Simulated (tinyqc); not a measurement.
Fermi level and growth conditions: formation energy of a charged point defect from supercell energies. Computed by tinyqc, a small Python program. Command: `OMP_NUM_THREADS=1 python tinyqc.py 3018002 3018003 out.jsonl formation walk`. One thread of a shared host (Intel(R) Xeon(R) Processor @ 2.30GHz), about 0.01 s of CPU time with the checks.

The host is a compound AB. Making the defect adds n_A = 0, n_B = -1, n_X = 1 atoms to the cell. All total energies are inputs. E_F is counted from the valence-band maximum (VBM); x = 0 is A-rich and x = 1 B-rich growth.

Inputs (values chosen for the exercise, with gap and screening modelled on CdS):
```
quantity                      value      unit
gap E_g                        2.55        eV
E_VBM of the host cell        4.115        eV
potential alignment dV       -0.049        eV
dielectric constant eps        8.95         -
cell length L                  10.3  angstrom
mu_B of the pure element     -6.427        eV
formation enthalpy dH of AB   -2.29        eV
growth condition x            0.055         -
mu_X of the pure element     -6.582        eV
formation enthalpy of AX      -0.11        eV
```

Defect: impurity X on a B site. Supercell lattice: fcc.

charge states q: 1  0  -1

E(defect, q) - E(host), in the order of q (eV): -2.349  4.245  9.861

Constants: e^2/(4 pi eps_0) = 14.39964548 eV angstrom.

Method:
- dmu_A = x dH and dmu_B = (1 - x) dH, so that dmu_A + dmu_B = dH; mu = mu(element) + dmu. The impurity is held at its solubility limit: dmu_X = min(0, dH(AX) - dmu_A).
- The reservoir term is sum n_i mu_i.
- Image-charge correction of a point charge in a neutralising background: E_corr = q^2 alpha e^2/(4 pi eps_0) / (2 eps L), alpha = 2.888282 for a fcc array with L the cube root of the volume.
- E_f(q, E_F) = [E(defect, q) - E(host)] - sum n_i mu_i + q (E_VBM + dV + E_F) + E_corr(q).
- Each entry is the lowest E_f over q.

E_f(q, 0) (eV): (q=+1) -0.06647, (q=0) 2.23595, (q=-1) 4.01153

sum n_i mu_i = 2.00905 eV

Lowest formation energy (eV):
```
E_F (eV)  stable q  A-rich, x = 0  x = 0.5  B-rich, x = 1
0.000           +1        -0.0824   0.9526         2.0976
0.319           +1         0.2366   1.2716         2.4166
0.638           +1         0.5556   1.5906         2.7356
0.956           +1         0.8736   1.9086         3.0536
1.275           +1         1.1926   2.2276         3.3726
1.594           +1         1.5116   2.5466         3.6916
1.912           +1         1.8296   2.8646         4.0096
2.231           -1         1.7646   2.7996         3.9446
2.550           -1         1.4456   2.4806         3.6256
```

Going from A-rich to B-rich growth shifts every line by +2.180 eV and moves no transition level. The slope of the envelope is the stable charge, so E_f is highest at E_F = 1.91 eV of those listed, and it falls on both sides: the defect is amphoteric and compensates either doping. Under A-rich growth E_f turns negative for part of the gap, so in equilibrium E_F cannot enter that part. Caution: E_f at E_F = 0 is negative for at least one charge state, so in equilibrium E_F cannot reach the valence-band maximum.

Extremes, crossings and ranges named in words are read from the listed rows.
